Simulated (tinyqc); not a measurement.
## Surface Green function of a two-leg ladder, Sancho-Rubio decimation: effect of the broadening

A semi-infinite lead of cells 0, 1, 2, ... with H0 inside a cell and H1 = <cell i|H|cell i + 1>. One rung (site 1 on leg a, site 2 on leg b) is a cell; all hoppings enter with a minus sign. z = E + i eta.

Start with e_s = e = H0, a = H1, b = H1^dagger. Each round: g = (z - e)^(-1); e_s <- e_s + a g b; e <- e + a g b + b g a; a <- a g a; b <- b g b (all with the old a, b). Round k joins cells 2^k apart. Stop when the largest entry of the matrices a and b is below 1e-12 eV; g_s = (z - e_s)^(-1), bulk (z - e)^(-1), density of states -Im Tr/pi. The last column counts the steps of the plain recursion g <- (z - H0 - H1 g H1^dagger)^(-1), one cell a step from g = (z - H0)^(-1), until no entry changes by more than 1e-8 1/eV.

Values chosen for this exercise: energy E = -5.35 eV.

H0 (eV):
```
,1,2
1,0,-2.16
2,-2.16,1.78
```

H1 (eV):
```
,1,2
1,-2.9,-0.66
2,0,-1.27
```

Results:
```
eta (eV),rounds,surface density of states (1/eV),plain steps
0.9,8,0.070201,40
0.1,11,0.077921,359
0.06,11,0.078440,599
0.03,12,0.078839,1198
0.01,14,0.079109,3597
```

Estimate the missing row, eta = 0.3 eV.

Computed row:
```
eta (eV),rounds,surface density of states (1/eV),plain steps
0.3,9,0.075532,119
```

With this row back in the table: The rounds go from 8 to 14 and the plain steps from 40 to 3597. Inside a band the plain recursion needs a number of steps that grows as 1/eta, the decimation only as log2(1/eta). The density of states tends to 0.07925 1/eV as eta goes to zero; the first row is 11 % below that and the last 0.17 % below it.

Program tinyqc, `OMP_NUM_THREADS=1 python tinyqc.py 2680017 2680018 out.jsonl`; Intel Xeon 2.30GHz, shared host, one thread, about 0.06 s.
